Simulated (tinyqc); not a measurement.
From results back to parameters: configuration-coordinate model of carrier capture at a defect. Three cases, with inputs chosen for the exercise.

Problem. For two parabolas of equal curvature the ionisation peak lies at ET + ER, the emission barrier is (ER + ET)^2/(4 ER), and the standard deviation of the band at T = 0 is sqrt(ER hw). The values come from hidden ET, ER and hw.

Case 1.

ionisation peak = 1.1300 eV
emission barrier = 1.387935 eV
standard deviation at T = 0 = 0.102859 eV

Case 2.

ionisation peak = 0.7900 eV
emission barrier = 0.222893 eV
standard deviation at T = 0 = 0.083666 eV

Case 3.

ionisation peak = 0.9200 eV
emission barrier = 0.285946 eV
standard deviation at T = 0 = 0.094234 eV

Find: ET, ER, hw; capture barrier.

Solution. ER is the squared peak energy over four times the emission barrier; ET is the rest, hw = variance/ER, and the capture barrier is the emission barrier less ET.

Case 1.

ET, ER, hw (eV): 0.900  0.230  0.046

capture barrier = 0.488 eV

Case 2.

ET, ER, hw (eV): 0.090  0.700  0.010

capture barrier = 0.133 eV

Case 3.

ET, ER, hw (eV): 0.180  0.740  0.012

capture barrier = 0.106 eV

Computed by tinyqc, one run a case: `OMP_NUM_THREADS=1 python tinyqc.py N N+1 out.jsonl` with N = 1450811, 1450835, 1450837; one thread of a shared Intel(R) Xeon(R) Processor @ 2.30GHz, about 0.01 s a run at most.
